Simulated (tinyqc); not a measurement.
Inputs raised by 2 %, one at a time: microkinetic model of a Langmuir-Hinshelwood surface reaction A + (1/2) B2 = AB with Bronsted-Evans-Polanyi barriers. Computed by tinyqc, a small Python program. Command: `OMP_NUM_THREADS=1 python tinyqc.py 3025531 3025532 out.jsonl microkin sens`. One thread of a shared host (Intel(R) Xeon(R) Processor @ 2.30GHz), about 0.01 s of CPU time with the checks.

A adsorbs in equilibrium; B2 dissociates irreversibly on two free sites; adsorbed A and B react irreversibly and AB leaves at once. theta_A + theta_B + theta_* = 1.

Inputs (values chosen for the exercise, for a model catalyst): adsorption energy of A, E_A = -1.08 eV; adsorption energy per B atom, E_B = -1.5 eV; entropy loss of A, S_A = 1.8 meV/K; entropy loss of B2, S_B = 1.7 meV/K; slope a1 of the dissociation barrier = 0.77; intercept b1 = 1.3 eV; slope a2 of the reaction barrier = 0.47; intercept b2 = 0.35 eV; pressure p_A = 0.0099 bar; pressure p_B = 0.51 bar; temperature T = 675 K.

Constants: k_B = 8.617333262e-05 eV/K; hbar = 6.582119569e-16 eV s.

Method. K_A = exp(-(E_A + T S_A)/(k_B T)) per bar; barriers E1 = max(b1 + a1 2 E_B, 0), E2 = b2 - a2 (E_A + E_B); k1 = (k_B T/h) exp(-S_B/k_B) exp(-E1/(k_B T)) per bar, k2 = (k_B T/h) exp(-E2/(k_B T)), h = 2 pi hbar. theta_A = K_A p_A theta_*; 2 k1 p_B theta_*^2 = k2 theta_A theta_B, so theta_B = w theta_* with w = 2 k1 p_B/(k2 K_A p_A); theta_* = 1/(1 + K_A p_A + w); rate r = k2 theta_A theta_B.

Runs:
```
input moved                               from        to  rate r (1/s per site)     theta_*     theta_A  theta_B
base run                                     -         -             2.2321e-08  7.5823e-07  7.3702e-10  1.00000
adsorption energy of A, E_A (eV)         -1.08   -1.1016             3.3087e-08  9.2316e-07  1.3009e-09  1.00000
adsorption energy per B atom, E_B (eV)    -1.5     -1.53             1.3746e-08  5.9501e-07  5.7837e-10  1.00000
intercept b1 (eV)                          1.3     1.326             2.2321e-08  7.5823e-07  7.3702e-10  1.00000
intercept b2 (eV)                         0.35     0.357             1.7546e-08  6.7226e-07  6.5346e-10  1.00000
pressure p_A (bar)                      0.0099  0.010098             2.3223e-08  7.7340e-07  7.6680e-10  1.00000
pressure p_B (bar)                        0.51    0.5202             2.1883e-08  7.4336e-07  7.2257e-10  1.00000
temperature T (K)                          675     688.5             3.1522e-08  8.9218e-07  6.0259e-10  1.00000
```

Exponents ln(y'/y) / ln(x'/x):
```
input                               rate r  theta_*  theta_A  theta_B
adsorption energy of A, E_A         19.877    9.939   28.691        0
adsorption energy per B atom, E_B  -24.482  -12.241  -12.241        0
intercept b1                         0.000    0.000    0.000        0
intercept b2                       -12.154   -6.077   -6.077        0
pressure p_A                         2.000    1.000    2.000        0
pressure p_B                        -1.000   -1.000   -1.000        0
temperature T                       17.430    8.215  -10.169        0
```

Which inputs matter most for each result?

Among the inputs moved here: rate r answers most in size to adsorption energy per B atom, E_B (exponent -24.482), next to adsorption energy of A, E_A (+19.877); its exponent is below 0.0005 for intercept b1. Its exponent +2.000 in pressure p_A: B fills the surface. Its exponent -1.000 in pressure p_B: B poisons the surface. theta_* answers most in size to adsorption energy per B atom, E_B (exponent -12.241), next to adsorption energy of A, E_A (+9.939); its exponent is below 0.0005 for intercept b1. theta_A answers most in size to adsorption energy of A, E_A (exponent +28.691), next to adsorption energy per B atom, E_B (-12.241); its exponent is below 0.0005 for intercept b1. theta_B hardly depends on these (all exponents below 0.005).

Caution (all rows): the linear relation gives a negative E1, which is set to zero: dissociation is not activated.
